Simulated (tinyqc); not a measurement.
Raman shift of the zone-centre optical phonon of a diamond-structure crystal under stress. Changing the local temperature T. Computed by tinyqc, a small Python program. Command: `OMP_NUM_THREADS=1 python tinyqc.py 3008020 3008021 out.jsonl ramanstress sweep`. One thread of a shared host (Intel(R) Xeon(R) Processor @ 2.30GHz), about 0.01 s of CPU time with the checks.

Axes x, y, z are the cube axes. Strain shifts the threefold optical mode and can split it; p, q and r are the phonon deformation potentials.

Inputs (values chosen for the exercise, modelled on germanium):
```
quantity                             value      unit
unstrained frequency omega_0         300.2      1/cm
p/omega_0^2                          -1.46         -
q/omega_0^2                          -1.98         -
r/omega_0^2                           -1.1         -
C11                                  128.1       GPa
C12                                  48.83       GPa
C44                                  66.32       GPa
stress sigma (tension positive)        0.5       GPa
polarisation angle phi                  20    degree
temperature coefficient d omega/dT  -0.017  1/(cm K)
laser wavelength                     457.9        nm
```

Stress state: uniaxial. Axis: [111].

Constants: h = 6.62607015e-34 J s; c = 299792458 m/s; k_B = 1.380649e-23 J/K.

Method:
- S11 = (C11 + C12)/D, S12 = -C12/D, D = (C11 - C12)(C11 + 2 C12), S44 = 1/C44.
- Uniaxial stress along the unit vector n of the axis: sigma_ij = sigma n_i n_j.
- eps_xx = S11 sigma_xx + S12 (sigma_yy + sigma_zz), and cyclic; eps_xy = S44 sigma_xy/2 (tensor strain).
- Secular matrix: M_xx = p eps_xx + q (eps_yy + eps_zz), M_xy = 2 r eps_xy; its eigenvalues are omega^2 - omega_0^2, and the shifts are these over 2 omega_0.
- Backscattering from a (001) surface: incident polarisation (cos phi, sin phi, 0). With Raman tensors (R_z)_xy = (R_z)_yx = 1 and cyclic, only the z component u_z of a mode counts: I = u_z^2 sin^2(2 phi) for parallel and u_z^2 cos^2(2 phi) for crossed polarisers. An unresolved line sits at the intensity-weighted shift, which is M_zz/(2 omega_0).
- A temperature above 300 K shifts the line by (d omega/dT)(T - 300 K); divided by the shift per stress it poses as a stress; the total shift adds it to the shift of the observed line. The anti-Stokes to Stokes ratio is [(omega_L + omega_0)/(omega_L - omega_0)]^3 exp(-h c omega_0/(k_B T)) in photon counts, omega_L = 1/wavelength, resonance effects left out.

One run for each value:
```
local temperature T (K)  anti-Stokes/Stokes ratio  total shift (1/cm)  apparent stress from heating (GPa)
300                                       0.25737             -0.6006                              0.0000
330                                       0.29336             -1.1106                              0.4246
370                                       0.33795             -1.7906                              0.9907
420                                       0.38833             -2.6406                              1.6983
480                                       0.44160             -3.6606                              2.5475
560                                       0.50218             -5.0206                              3.6797
650                                       0.55877             -6.5506                              4.9534
750                                       0.61054             -8.2506                              6.3687
```

What does the table show, and why?

Over the rows, anti-Stokes/Stokes ratio rises from 0.257 to 0.611 (exponent d ln y / d ln x 1.4 between the first rows and 0.62 between the last); total shift (1/cm) falls from -0.601 to -8.25 (exponent d ln y / d ln x 6.4 between the first rows and 1.6 between the last); apparent stress from heating (GPa) rises from 0 to 6.37. The intensity ratio is a Boltzmann factor and does not involve the stress in this model, so it separates heating from stress.

Caution (all rows): this stress has components normal to the (001) face, so it cannot reach a free (001) surface; it can act on buried material.
